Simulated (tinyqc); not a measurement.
Permittivity and interface capacitance from two thicknesses.

Question. 1/C = t/(eps0 ek) + 2/ci for planar capacitors that differ only in thickness. Find ek, ci and the EOT of the interfaces, 2 x 3.9 eps0/ci.

Constants: eps0 = 8.8541878128e-14 F/cm where lengths are in cm. Results are converted to the units shown.

C at t = 2.5 and 7.4 nm (uF/cm^2): [8.1059353, 2.9230732]

Answer. 1/C is a straight line in t: the slope gives ek and the intercept 2/ci. A single thickness would give only the effective permittivity; when the interfaces are a small part of 1/C, ci needs very accurate data.

ek = 25.30
ci = 170.0 uF/cm^2
EOT of the interfaces = 0.04063 nm

Numbers from tinyqc (`OMP_NUM_THREADS=1 python tinyqc.py 2102126 2102127 out.jsonl`; about 0.01 s on one thread of a shared Intel Xeon 2.30GHz).
